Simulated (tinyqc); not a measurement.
Long runs: velocity against field: Monte Carlo simulation of one carrier in a uniform electric field. Computed by tinyqc, a small Python program. Command: `OMP_NUM_THREADS=1 python tinyqc.py 3013236 3013237 out.jsonl mcfl walk`. One thread of a shared host (Intel(R) Xeon(R) Processor @ 2.30GHz), about 3 s of CPU time with the checks.

The force e F acts along +z. Flights end at the constant total rate Gamma; the part of Gamma that the real rates do not fill is self-scattering, which leaves k unchanged. One valley, no impurities and no intervalley scattering.

Inputs (values chosen for the exercise, modelled on GaSb):
```
quantity                                              value    unit
effective mass m                                     0.0398     m_0
non-parabolicity alpha                                  1.2    1/eV
static permittivity eps_s                              15.7       -
high-frequency permittivity eps_inf                    14.4       -
density rho                                            5610  kg/m^3
sound velocity v_l                                     4210     m/s
acoustic deformation potential D_A                        8      eV
optical phonon energy hbar w                           29.5     meV
lattice temperature T                                   100       K
electric field F                                       0.34   kV/cm
energy E_max up to which Gamma must cover the rates       1      eV
seed of the random numbers                            93729       -
```

Crystal: polar. Band: Kane.

Constants: k_B = 1.380649e-23 J/K; e = 1.602176634e-19 C; hbar = 1.054571817e-34 J s; m_0 = 9.1093837015e-31 kg; hbar = 6.582119569e-16 eV s; eps_0 = 8.8541878128e-12 F/m; k_B = 8.617333262e-05 eV/K.

Method:
- Kane band: hbar^2 k^2/(2 m) = E (1 + alpha E), speed v = hbar k/(m (1 + 2 alpha E)), states per spin, volume and energy g(E) = m k (1 + 2 alpha E)/(2 pi^2 hbar^2); overlap factors are set to 1. Masses are multiplied by m_0 and all formulas are in SI units.
- Phonon occupation N_q = 1/(exp(hbar w/(k_B T)) - 1).
- Acoustic deformation potential (elastic, equipartition, absorption and emission together): 1/tau = 2 pi k_B T D_A^2 g(E)/(hbar rho v_l^2).
- Polar optical, unscreened: W = e^2 w (1/eps_inf - 1/eps_s) m (1 + 2 alpha E') ln|(k + k')/(k - k')| / (4 pi eps_0 hbar^2 k), times N_q for absorption (E' = E + hbar w) and N_q + 1 for emission (E' = E - hbar w > 0), with alpha = 0 for a parabolic band; mean cosine of the angle <cos> = (k^2 + k'^2)/(2 k k') - 1/ln|(k + k')/(k - k')|.
- Gamma is 1.05 times the largest total rate on the grid E = (j + 1/2) E_max/400, j = 0..399.
- On the grid E_j = (j + 1/2) hbar w/12 up to 20 k_B T + 2 hbar w, solve (sum of rates) l(E) = v(E) + W_abs <cos> l(E + hbar w) + W_em <cos> l(E - hbar w); mu_0 = e sum g v l exp(-E/k_B T)/(3 k_B T sum g exp(-E/k_B T)).
- Flight: t = -ln(r1)/Gamma; k_z grows by e F t/hbar; E follows from the band; dz = (E_end - E_start)/(e F).
- Choice: with cumulative rates in the order acoustic, absorption, emission, the process is the first whose sum exceeds r2 Gamma; if none, self-scattering.
- Final state: E' = E, E + hbar w or E - hbar w gives k'. Isotropic processes: cos(theta) = 1 - 2 r3 from the z axis, phi = 2 pi r4, k' (sin theta cos phi, sin theta sin phi, cos theta). Polar processes: cos(b) = [1 + xi - (1 + 2 xi)^r3]/xi, xi = 2 k k'/(k - k')^2, b from the old direction n; new direction cos b n + sin b (cos phi e1 + sin phi e2), e1 = (z x n)/|z x n|, e2 = n x e1.
- Each row: 250 carriers from a thermal start, 1600 flights each, the first half discarded, random numbers not printed; the error is the standard error over ten groups; the mean energy is taken at the ends of flights, which sample time evenly. Fields at which more than 0.02 % of the events exceed Gamma are left out.

Gamma = 3.34409 1e12/s

low-field mobility mu_0 = 383060 cm^2/(V s)

Monte Carlo results:
```
F (kV/cm)  drift velocity (1e5 m/s)  error (1e5 m/s)  mu_0 F (1e5 m/s)  mean energy (meV)  real events (%)
0.085                          1.67           0.0150             3.256               17.0             6.69
0.170                          2.13           0.0170             6.512               19.8             9.01
0.340                          2.60           0.0079            13.024               26.3            14.40
0.680                          3.26           0.0160            26.048               56.2            28.40
```

What does the comparison show, and why?

At the lowest field the drift velocity is 0.51 +/- 0.00 of the ohmic value mu_0 F, at the highest 0.13 +/- 0.00. The mean energy goes from 17 to 56 meV against the parabolic-band thermal value 3 k_B T/2 = 13 meV: the carriers heat, more of them reach the emission threshold, where they lose momentum, and the curve bends below the ohmic line. Only 7 to 28 % of the events are real; the rest is the price of a constant Gamma. Where hbar w is several k_B T, energy relaxes slowly and the low-field energies may still be drifting.

Extremes, crossings and ranges named in words are read from the listed rows.
